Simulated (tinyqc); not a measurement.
What moves the results: trap in a gate oxide as a short-range spherical well. A value that a table varies takes the place of the one given here.

A spherical well of radius R and depth V0 below the conduction edge, one mass m, c = hbar^2/2m0. The s level at binding Et solves k cot(k R) = -kappa with k = sqrt(m (V0 - Et)/c), kappa = sqrt(m Et/c); it exists for V0 > Vc = c (pi/2R)^2/m. Outside, psi falls as exp(-kappa r)/r.

Lucovsky model (delta well, plane-wave final states, no local-field factor): sigma = (32 pi alpha c/(3 n_r m Et)) (x - 1)^(3/2)/x^3, x = h nu/Et, c = hbar^2/2m0; 1 angstrom^2 = 1e-16 cm^2.

Energies from the conduction edge of the channel. The trap level at depth x is E_T = dEc - Et - e Fox x (1 MV/cm = 0.01 eV/angstrom). An electron at the channel edge tunnels with the WKB exponent S = (4/3) sqrt(m/c) [dEc^(3/2) - (dEc - e Fox x)^(3/2)]/(e Fox), c = hbar^2/2m0; tau = t0 exp(S); the occupation is f = 1/(1 + exp((E_T - EF)/kB T)), tau_c = tau/f and tau_e = tau/(1 - f). Lattice relaxation is left out; a level below the channel edge needs phonons as well, so tau is then a lower bound, while a level above it can also empty elastically at its own energy, through a thinner barrier, faster than this tau.

Constants: hbar^2/2m0 = 3.80998211 eV angstrom^2; fine-structure constant alpha = 0.007297352564; kB = 8.617333262e-05 eV/K.

Parameters, chosen for this exercise (near those of SiO2 on Si; the results hold for these values, not for the real material): R = 2.1 angstrom (radius of the well); m = 0.424 m0 (mass); fV = (1.03, 1.11, 1.26, 1.7, 2.16, 3.58, 4.74) (V0/Vc); n_r = 1.5 (refractive index); xs = (1.09, 1.29, 1.43, 1.94, 2.38, 3.24, 4.85, 6.18) (photon energies h nu/Et); dEc = 3.04 eV (conduction offset to the channel); Fox = 3 MV/cm (oxide field, lowering levels away from the channel); t0 = 26 x 1e-11 s (time constant at the interface); T = 400 K (temperature); EF = 0.02 eV (Fermi level above the channel edge); ds = (3, 6, 9, 12, 15, 18) angstrom (depths); V0 = 10.79 eV (depth of the well); x = 13 angstrom (depth of the trap).

## From threshold to a deep level

Et against the depth at fixed R; near threshold Et = (pi^2/16)(V0 - Vc)^2/Vc.

Results:
```
V0/Vc  V0 (eV)   Et (eV)  threshold form (eV)  1/kappa (angstrom)  share outside
1.03     5.178  0.002731             0.002791                57.4          0.964
1.11     5.581   0.03474              0.03753                16.1          0.879
1.26     6.335    0.1765               0.2096                 7.1          0.751
1.70     8.547     1.015                1.520                 3.0          0.517
2.16    10.860     2.302                4.173                 2.0          0.382
3.58    17.999     7.484                20.64                 1.1          0.200
4.74    23.831     12.34                43.38                 0.9          0.139
```

How do the results move?

The threshold form holds to 10 % up to V0/Vc = 1.11 of those listed. There the state is mostly outside the well (96 % in the first row) and knows only Et, which is why a delta-well model works; more than half is inside from V0/Vc = 2.16 on. A second s level would need V0/Vc > 9. From V0/Vc = 4.74 on Et exceeds the gap of the host, about 9 eV, so those rows only show the model.

## Neutral against charged centre

Et = 2.25952 eV

Lucovsky cross-section, its shape relative to the peak, and the shape of a hydrogen-like centre relative to threshold: x^-4 exp(4 - 4 atan(e)/e)/(1 - exp(-2 pi/e)), e = sqrt(x - 1).

Results:
```
x     h nu (eV)  sigma (1e-18 cm^2)  relative to peak  hydrogen-like
1.09      2.463                1.35             0.167          0.794
1.29      2.915                4.72             0.582          0.503
1.43      3.231                6.25             0.771          0.379
1.94      4.383                8.09             0.999          0.161
2.38      5.378                7.80             0.962          0.090
3.24      7.321                6.39             0.789          0.036
4.85     10.959                4.29             0.530          0.011
6.18     13.964                3.24             0.400          0.005
```

What does this show?

The short-range centre starts from zero, reaches half its peak at x = 1.24 and peaks at x = 2; in the last row it still has 40 % of the peak. The Coulomb centre is largest at threshold and is down to 0.5 % there. Reading the peak as the threshold would misplace the level by a factor 2, here 2.26 eV. Rows above the gap, about 9 eV, are hidden by band-to-band absorption.

## Depth of the trap

Each depth has its own level and time; the corner frequency is 1/(2 pi tau).

Results:
```
x (angstrom)  E_T (eV)      S  tau (s)  corner (Hz)      f
3                0.690   3.46  8.3e-09      1.9e+07  0.000
6                0.600   6.88  2.5e-07      6.3e+05  0.000
9                0.510  10.23  7.2e-06      2.2e+04  0.000
12               0.420  13.54  0.00020      8.1e+02  0.000
15               0.330  16.79   0.0051           31  0.000
18               0.240  19.98     0.12          1.3  0.002
```

How do the results move?

tau spans 7.2 decades, one decade for each 2.02 angstrom at the start and 2.16 at the end, where the field has thinned the barrier. Traps spread evenly in depth are thus spread nearly evenly in ln tau; if levels near EF exist at every depth, this sums to 1/f noise and to charging that grows as ln t. With the single Et of this table only depths where f is neither 0 nor 1 contribute. The level stays above EF at all these depths.

## What each parameter does

Et from the well, then the level and the time. Each row changes one parameter from the base and keeps the others.

Results:
```
case             Et (eV)  E_T (eV)  log10 tau (s)  ln(tau_c/tau_e)
base               2.260     0.390          -3.23             10.7
x = 15 angstrom    2.260     0.330          -2.29              9.0
Fox = 4 MV/cm      2.260     0.260          -3.31              7.0
dEc = 2.8 eV       2.260     0.150          -3.51              3.8
m = 0.466 m0       2.676    -0.026          -2.93             -1.3
V0 = 11.33 eV      2.598     0.052          -3.23              0.9
T = 450 K          2.260     0.390          -3.23              9.6
EF = 0.07 eV       2.260     0.390          -3.23              9.3
```

How do the results move?

The largest shifts from the base row, up to three for each result and ties (the steps differ in size, so this ranks the rows, not the parameters). Et (eV): m +0.416, V0 +0.338; unchanged at the printed digits by x, Fox, dEc, T and EF. E_T (eV): m -0.416, V0 -0.338, dEc -0.240; unchanged at the printed digits by T and EF. log10 tau (s): x +0.94, m +0.31, dEc -0.27; unchanged at the printed digits by V0, T and EF. ln(tau_c/tau_e): m -12.1, V0 -9.8, dEc -7.0.

Computed by tinyqc, a small Python program: `OMP_NUM_THREADS=1 python tinyqc.py 1252660 1252661 out.jsonl` (the numbers bound the seed that draws the inputs); one thread of a shared host (Intel(R) Xeon(R) Processor @ 2.30GHz), about 0.01 s for the whole set of steps.
